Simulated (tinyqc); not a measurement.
What moves the results: Stoner model of a band ferromagnet. A value that a table varies takes the place of the one given here.

Density of states per atom and spin: flat with a rise to the top, D(e) = (M/W) [1 - sp + 4 sp (e/W + 1/2)^3]. Levels e -/+ I m/2 for up and down spin, m = n_up - n_down, n_up + n_down = nd. At zero temperature e(N) is the energy below which N states lie, and E(m) = sum over spins of integral e D de - I m^2/4.

Constants: kB = 8.617333262e-05 eV/K.

Parameters, chosen for this exercise:

| symbol | value | unit | meaning |
|---|---|---|---|
| W | 3.6 | eV | band width, e from -W/2 to W/2 |
| M | 5 |  | states per atom and spin |
| nd | 8.27 |  | electrons per atom |
| sp | 0.65 |  | shape parameter |
| I | 0.42 | eV | Stoner parameter |

## Moment against temperature

Fermi-Dirac occupations on 600 equal energy intervals; m is iterated from saturation until it changes by less than 1e-7 or for 400 rounds; the paramagnet is unstable while I times the mean of D weighted by -df/de exceeds 1.

Results:

| T/Tc | T (K) | m (muB) | I D(T) of the paramagnet |
|---|---|---|---|
| 0.10 | 217 | 1.730 | 1.449 |
| 0.30 | 652 | 1.720 | 1.421 |
| 0.50 | 1086 | 1.637 | 1.312 |
| 0.65 | 1412 | 1.485 | 1.212 |
| 0.80 | 1738 | 1.209 | 1.115 |
| 0.90 | 1955 | 0.895 | 1.055 |
| 0.95 | 2064 | 0.647 | 1.027 |
| 1.10 | 2390 | 0.000 | 0.949 |

Tc (from I D(T) = 1) = 2.17e+03 K

kB Tc = 0.187 eV, 0.26 of the exchange splitting at zero temperature. m keeps 0.95 of its first value at half Tc and 0.52 at 0.9 Tc. The model knows only Stoner excitations; spin waves and local moments bring the ordering temperature below the Stoner value.

## Moment against the Stoner parameter

Lowest state for each I.

Results:

| I (eV) | I D(EF) | m (muB) | E - E(0) (meV) |
|---|---|---|---|
| 0.18 | 0.621 | 0.000 | 0.0 |
| 0.24 | 0.828 | 0.000 | 0.0 |
| 0.26 | 0.897 | 0.000 | 0.0 |
| 0.29 | 1.000 | 0.244 | 0.0 |
| 0.32 | 1.104 | 1.730 | -21.0 |
| 0.37 | 1.276 | 1.730 | -58.4 |
| 0.44 | 1.518 | 1.730 | -110.8 |
| 0.53 | 1.828 | 1.730 | -178.1 |

A moment first appears at I = 0.29 eV of those listed, where I D(EF) = 1.000. It is saturated at 1.730 from I = 0.32 eV on.

## Moment against band filling

Rigid band, I fixed: a Slater-Pauling curve.

Results:

| nd | I D(EF) | m (muB) | m_max |
|---|---|---|---|
| 3.0 | 0.542 | 0.000 | 3.0 |
| 4.0 | 0.722 | 0.000 | 4.0 |
| 5.0 | 0.900 | 0.000 | 5.0 |
| 6.0 | 1.073 | 2.642 | 4.0 |
| 6.5 | 1.158 | 3.500 | 3.5 |
| 7.0 | 1.241 | 3.000 | 3.0 |
| 7.5 | 1.324 | 2.500 | 2.5 |
| 8.0 | 1.405 | 2.000 | 2.0 |
| 8.5 | 1.485 | 1.500 | 1.5 |
| 9.0 | 1.565 | 1.000 | 1.0 |
| 9.5 | 1.643 | 0.500 | 0.5 |

Magnetic fillings among those listed: 6.0, 6.5, 7.0, 7.5, 8.0, 8.5, 9.0 and 9.5; the largest moment is 3.50 at nd = 6.5. At 6.5, 7.0, 7.5, 8.0, 8.5, 9.0 and 9.5 the moment is saturated and follows m_max, changing by one per electron.

## What moves the moment

Lowest state for each case. Each row changes one parameter from the base and keeps the others.

Results:

| case | I D(EF) | m (muB) | E - E(0) (meV) |
|---|---|---|---|
| base | 1.449 | 1.730 | -95.8 |
| W = 3.312 eV | 1.575 | 1.730 | -113.3 |
| I = 0.454 eV | 1.566 | 1.730 | -121.3 |
| nd = 7.97 | 1.400 | 2.030 | -120.5 |
| sp = 0.75 | 1.610 | 1.730 | -117.9 |

The largest shifts from the base row, up to three for each result and ties (the steps differ in size, so this ranks the rows, not the parameters). I D(EF): sp +0.162, W +0.126, I +0.117. m (muB): nd +0.300; unchanged at the printed digits by W, I and sp. E - E(0) (meV): I -25.4, nd -24.6, sp -22.0.

Run: tinyqc, `OMP_NUM_THREADS=1 python tinyqc.py 1680989 1680990 out.jsonl`; Intel(R) Xeon(R) Processor @ 2.30GHz, one thread, shared host; about 0.2 s of CPU time with all checks.
